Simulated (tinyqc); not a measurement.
Keating valence-force model of a tetrahedral crystal. From one set of inputs to another, one input at a time. Computed by tinyqc, a small Python program. Command: `OMP_NUM_THREADS=1 python tinyqc.py 3024660 3024661 out.jsonl keating ladder`. One thread of a shared host (Intel(R) Xeon(R) Processor @ 2.30GHz), about 0.07 s of CPU time with the checks.

Atom A sits at 0 and atom B at a/4 (1,1,1) of an fcc lattice; the four bonds from A are t = a/4 (1,1,1), a/4 (1,-1,-1), a/4 (-1,1,-1), a/4 (-1,-1,1), of length d = sqrt(3) a/4. Energy: E = (3 alpha/(8 d^2)) sum over bonds (r.r - d^2)^2 + (3 beta/(8 d^2)) sum over pairs of bonds at one atom (r_i.r_j + d^2/3)^2; both atoms have the mass M. The cell holds two atoms, Omega = a^3/4. 1 N/m = 1 J/m^2.

The inputs printed are set A. Inputs not listed in the table keep their values of set A, so the rows need not describe a real material.

Inputs (values chosen for the exercise, for a model crystal): lattice constant a = 6.312 angstrom; atomic mass M = 121 u; bond stretching alpha = 104 N/m; bond bending beta = 32.5 N/m; mesh divisions n = 4; temperature T = 600 K.

Structure: diamond.

Constants: nu for 1 eV/(angstrom^2 u) = 15.6333042 THz; 1 eV/angstrom^2 = 16.02176634 J/m^2; 1 THz = 33.35640952 1/cm; h x 1 THz = 4.135667696 meV; k_B = 8.617333262e-05 eV/K.

Method:
- C11 = (alpha + 3 beta)/a, C12 = (alpha - beta)/a, C44 = 4 alpha beta/(a (alpha + beta)); with the two sublattices clamped C44(0) = (alpha + beta)/a; internal-strain parameter zeta = (alpha - beta)/(alpha + beta); B = (C11 + 2 C12)/3.
- mu = M/2; lambda = 4 (alpha + beta)/mu with the springs in eV/angstrom^2; nu = 15.6333042 THz x sqrt(lambda).
- With displacements u exp(i q.r), each bracket changes by g.u, where g = (g_A, g_B): bond t, g = (-2 t, 2 t exp(i q.t)); pair (i, j) at A, g = (-(t_i + t_j), t_i exp(i q.t_j) + t_j exp(i q.t_i)); pair at B, g = (-t_i exp(-i q.t_j) - t_j exp(-i q.t_i), t_i + t_j). Then D_mn = sum over the 4 bonds and 12 pairs of (4 k/a^2) conj(g_m) g_n / sqrt(M_m M_n), with k = alpha or beta converted to eV/angstrom^2.
- An eigenvalue lambda of D in eV/(angstrom^2 u) gives nu = 15.6333042 THz x sqrt(lambda).
- Mesh: q = sum_i (m_i + 1/2)/n b_i, m_i = 0..n-1, with b = [[-1, 1, 1], [1, -1, 1], [1, 1, -1]] in 2 pi/a; sums over the six modes are averaged over the n^3 points and halved, per atom.
- With x = h nu/(k_B T) and n = 1/(exp(x) - 1) for each mode: F = k_B T [x/2 + ln(1 - exp(-x))], U = k_B T x (n + 1/2), S/k_B = x n - ln(1 - exp(-x)), C/k_B = x^2 n (n + 1).
- The acoustic share counts the three lowest modes at each q; zero-point energy = sum h nu/2.

Each row keeps all changes above it:
```
input moved                     from     to  C11 (GPa)  Raman frequency (THz)  zero-point energy (meV/atom)
set A                              -      -     319.23                 11.733                        49.938
bond bending beta (N/m)         32.5     11     217.05                 10.770                        43.058
lattice constant a (angstrom)  6.312  5.658     242.14                 10.770                        43.058
bond stretching alpha (N/m)      104   37.3     124.25                  6.979                        29.607
temperature T (K)                600    150     124.25                  6.979                        29.607
atomic mass M (u)                121  72.63     124.25                  9.009                        38.215
```

Which inputs carry the difference?

C11 goes from 319 to 124, a factor 0.389 in all. The largest single move comes from bond stretching alpha (a factor 0.513), and lattice constant a works against it (a factor 1.12). Raman frequency goes from 11.7 to 9.01, a factor 0.768 in all. The largest single move comes from bond stretching alpha (a factor 0.648), and atomic mass M works against it (a factor 1.29). Zero-point energy goes from 49.9 to 38.2, a factor 0.765 in all. The largest single move comes from bond stretching alpha (a factor 0.688), and atomic mass M works against it (a factor 1.29). The single moves hold for this order of the switches; the total does not depend on the order.

Extremes, crossings and ranges named in words are read from the listed rows.
